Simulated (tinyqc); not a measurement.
# Junctionless gate-all-around wire, depletion approximation, step by step

Numbers from tinyqc (`OMP_NUM_THREADS=1 python tinyqc.py 2460120 2460121 out.jsonl`; about 0.01 s on one thread of a shared Intel Xeon 2.30GHz). Printed values are rounded.

A uniformly doped n-type wire of radius R under a surrounding gate; long channel. Below flat band a shell from radius rc to R is fully depleted and the neutral core, at channel potential V (0 at the source, Vd at the drain), carries the current with constant mobility; s = (rc/R)^2 is the share of the cross-section that conducts. The edge of the depleted shell is taken as abrupt, so there is no subthreshold current.

Parameters, values chosen for the exercise; material values close to those of germanium:
```
symbol,value,unit,meaning
eps_r,15.9,,relative permittivity of the semiconductor
eox,3.9,,relative permittivity of the gate insulator
tox,3.9,nm,insulator thickness
R,15,nm,wire radius
Nd,3.3e18,cm^-3,donor density
Vfb,0.33,V,flat-band voltage
mu,100,cm^2/(V s),effective mobility in the wire
L,0.1,um,gate length
Vg,0.1,V,gate voltage
Vd,0.1,V,drain voltage
```

Constants: q = 1.602176634e-19 C, eps0 = 8.8541878128e-14 F/cm where lengths are in cm. Results are converted to the units shown.

## Voltages that deplete the wire

Cox = eps0 eox/(R ln(1 + tox/R)); A = q Nd R^2/(4 eps0 eps_r); B = q Nd R/(2 Cox); VT = Vfb - A - B.

Cox = 0.996094 uF/cm^2
A = 0.211252 V
B = 0.398094 V
VT = -0.279346 V

Of the 0.609 V needed, 65.3 % drops over the insulator. The device is normally on.

## Iteration 1: conducting share at the source by Newton steps

s at the start = 0.8

With V = 0: f = A (1 - s + s ln s) + B (1 - s) - (Vfb - Vg); f' = A ln s - B; s(new) = s - f/f'.

f = -0.145842 V
f' = -0.445233 V
s after iteration 1 = 0.472436

## Iteration 2: conducting share at the source by Newton steps

As before.

f = 0.0166313 V
f' = -0.556502 V
s after iteration 2 = 0.502322

## Course of the iteration: conducting share at the source by Newton steps

Stop when s changes by less than 1e-11, or after 30 iterations. s must stay positive.

Course of the iteration:

| iteration | s | \|change\| |
|---|---|---|
| 1 | 0.472436 | 0.328 |
| 2 | 0.502322 | 0.0299 |
| 3 | 0.502681 | 3.60e-4 |
| 4 | 0.502681 | 5.01e-8 |
| 5 | 0.502681 | < 1e-13 |

Converged in 5 iterations. At the end the number of correct digits about doubles with each step.

## Core radius, conductance and current

s0 = 0.502681
sL = 0.331541

s solves Vfb - Vg + V = A (1 - s + s ln s) + B (1 - s), and s = 0 where the left side exceeds A + B. I = (q mu Nd pi R^2/L)[g(s0) - g(sL)], g = A (s^2/4 - (s^2/2) ln s) + B s^2/2, with s0 at V = 0 and sL at V = Vd. rc = R sqrt(s0); the small-signal conductance at Vd = 0 is q mu Nd pi R^2 s0/L.

rc at the source = 10.6350 nm
conductance = 18.7867 uS
I = 1.55089 uA
